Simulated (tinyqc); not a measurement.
Well width from the intersubband spacing.

Question. In an empty well of width L and depth Vb, level k solves kw L/2 = (k - 1) pi/2 + arctan(sqrt((mw/mb)(Vb - E)/E)) with kw = sqrt(mw E/C), C = hbar^2/(2 m0). Find L, E1 and E2 from the spacing.

Parameters, values chosen for the exercise; material values close to those of In0.53Ga0.47As in InP:
- mw = 0.042 m0 (mass along z in the well)
- mb = 0.0811 m0 (mass along z in the barriers)
- Vb = 0.251 eV (barrier height)

Constants: q = 1.602176634e-19 C, hbar = 1.054571817e-34 J s, m0 = 9.1093837015e-31 kg, hbar^2/(2 m0) = 0.0380998212 eV nm^2. Results are converted to the units shown.

E2 - E1 = 104.10975 meV

Answer. Both levels are solved for trial widths until their difference matches. A second level is bound only for L above 5.97 nm, and over that range one width gives this spacing.

L = 11.00 nm
E1 = 34.14 meV
E2 = 138.2 meV

Program tinyqc, `OMP_NUM_THREADS=1 python tinyqc.py 2140114 2140115 out.jsonl`; Intel Xeon 2.30GHz, shared host, one thread, about 0.3 s.
